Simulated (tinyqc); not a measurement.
Worked calculation: eight-band Kane k.p model. Values are carried at full precision from step to step, so a last printed digit may differ when a step is redone from the rounded ones.

Constants: hbar^2/2m0 = 3.80998211 eV angstrom^2.

Values chosen for the exercise (near those of InAs; the results hold for these values, not for the real material):

| symbol | value | unit | meaning |
|---|---|---|---|
| Eg | 0.421 | eV | gap at Gamma to the s-like level |
| Dso | 0.407 | eV | spin-orbit splitting |
| Ep | 21.1 | eV | Kane energy |
| me | 0.0266 | m0 | electron mass at Gamma |
| g1 | 20.2 |  | Luttinger gamma1 |
| g2 | 8.38 |  | gamma2 |
| g3 | 9.19 |  | gamma3 |
| k | (-0.011, 0.005, 0) | 1/angstrom | wave vector |
| kmax | 0.1 | 1/angstrom | end of the path |

## Derived values

P = sqrt(Ep c); A = 1/me - Ep (Eg + 2 Dso/3)/(Eg (Eg + Dso)) keeps the electron mass; g1' = g1 - Ep/(3 Eg), g2' = g2 - Ep/(6 Eg), g3' = g3 - Ep/(6 Eg) remove the coupling to S that the Luttinger values already hold; L = -c (g1' + 4 g2'), M = -c (g1' - 2 g2'), N = -6 c g3'. c = hbar^2/2m0.

P = 8.9661 eV angstrom
A = -4.3129

g1', g2', g3': 3.4937  0.0269  0.8369

L, M, N (eV angstrom^2): -13.7206  -13.1063  -19.1308

The coupling to the valence bands supplies 41.91, against 1/me = 37.59; A makes up the difference. The diagonal term in A bends towards the gap, so the set should be tested for spurious states at large k.

## The Hamiltonian at one k

Eight-band Kane model, basis S, X, Y, Z times spin, zero of energy at the top of the unstrained valence band, c = hbar^2/2m0. Within each spin: H_SS = Eg + A c k^2, H_SX = i P kx (likewise Y, Z), H_XX = -Dso/3 + L kx^2 + M (ky^2 + kz^2), H_XY = N kx ky, and cyclic. Spin-orbit term (Dso/3) L.sigma on X, Y, Z with (L_k)_ij = -i epsilon_kij: <X+|H|Y+> = -i Dso/3, <X+|H|Z-> = Dso/3, <Y+|H|Z-> = -i Dso/3, <Z+|H|X-> = -Dso/3, <Z+|H|Y-> = i Dso/3, <X-|H|Y-> = i Dso/3, and their conjugates; + and - are the spin along z. Terms from inversion asymmetry are left out, so every level is twofold.

Fill in the matrix.

H(k) (eV):
```
          S+              X+              Y+        Z+        S-              X-
S+    0.4186        -0.0986i         0.0448i         0         0               0
X+   0.0986i         -0.1377  0.0011-0.1357i         0         0               0
Y+  -0.0448i  0.0011+0.1357i         -0.1376         0         0               0
Z+         0               0               0   -0.1376         0         -0.1357
S-         0               0               0         0    0.4186        -0.0986i
X-         0               0               0   -0.1357   0.0986i         -0.1377
Y-         0               0               0  -0.1357i  -0.0448i  0.0011-0.1357i
Z-         0          0.1357         0.1357i         0         0               0

                Y-        Z-
S+               0         0
X+               0    0.1357
Y+               0  -0.1357i
Z+         0.1357i         0
S-         0.0448i         0
X-  0.0011+0.1357i         0
Y-         -0.1376         0
Z-               0   -0.1376
```

## Levels and orbital character

Diagonalise H; the levels come in pairs. The weights are summed over spin and averaged over each pair.

levels, each twofold (eV): -0.4138  -0.0198  -0.0015  0.4408

weights:
```
   pair 1  pair 2  pair 3  pair 4
S   0.006   0.037   0.000   0.957
X   0.343   0.527   0.096   0.034
Y   0.328   0.252   0.412   0.008
Z   0.323   0.183   0.492   0.001
```

The conduction pair has 4.3 % valence character at this k; the valence pair with most S character is pair 2 (3.7 %).

## Bands along [100] and [111]

The same diagonalisation at six points |k| = 0, kmax/5, ..., kmax along each direction.

Levels (eV):

| direction | \|k\| (1/angstrom) | pair 1 | pair 2 | pair 3 | pair 4 |
|---|---|---|---|---|---|
| [100] | 0.000 | -0.4070 | 0.0000 | 0.0000 | 0.4210 |
| [100] | 0.020 | -0.4259 | -0.0489 | -0.0052 | 0.4715 |
| [100] | 0.040 | -0.4896 | -0.1453 | -0.0210 | 0.5797 |
| [100] | 0.060 | -0.6095 | -0.2342 | -0.0472 | 0.7019 |
| [100] | 0.080 | -0.7798 | -0.3058 | -0.0839 | 0.8227 |
| [100] | 0.100 | -0.9841 | -0.3713 | -0.1311 | 0.9367 |
| [111] | 0.000 | -0.4070 | 0.0000 | 0.0000 | 0.4210 |
| [111] | 0.020 | -0.4263 | -0.0506 | -0.0028 | 0.4711 |
| [111] | 0.040 | -0.4951 | -0.1458 | -0.0111 | 0.5758 |
| [111] | 0.060 | -0.6310 | -0.2229 | -0.0250 | 0.6899 |
| [111] | 0.080 | -0.8255 | -0.2748 | -0.0444 | 0.7979 |
| [111] | 0.100 | -1.0587 | -0.3159 | -0.0693 | 0.8943 |

At kmax the conduction band lies 42.4 meV and the top valence band 61.7 meV apart between the two directions. k.p holds near Gamma; the zone edge lies near 1 1/angstrom.

## Masses at Gamma

m*/m0 = c h^2/(E(h) - E(0)) with |k| = h = 0.0001 1/angstrom; negative values are hole-like.

Masses (m0):

| direction | pair 1 | pair 2 | pair 3 | pair 4 |
|---|---|---|---|---|
| [100] | -0.083 | -0.027 | -0.291 | 0.027 |
| [111] | -0.083 | -0.026 | -0.549 | 0.027 |

Without strain the limits are known: me for pair 4, -1/(g1 -/+ 2 g2) for the heavy and light holes along [100], -1/(g1 -/+ 2 g3) along [111], and -1/(g1 - Ep Dso/(3 Eg (Eg + Dso))) = -0.083 for the split-off band.

## Checks

- Electron mass of the unstrained model by finite differences against the input me: both 0.02660.
- Heavy-hole mass along [100] against 1/(g1 - 2 g2): both 0.2907.
- Light-hole mass along [100] against 1/(g1 + 2 g2): both 0.02706.

Program tinyqc; command `OMP_NUM_THREADS=1 python tinyqc.py 1050498 1050499 out.jsonl`; about 0.01 s on one thread of a shared Intel(R) Xeon(R) Processor @ 2.30GHz.
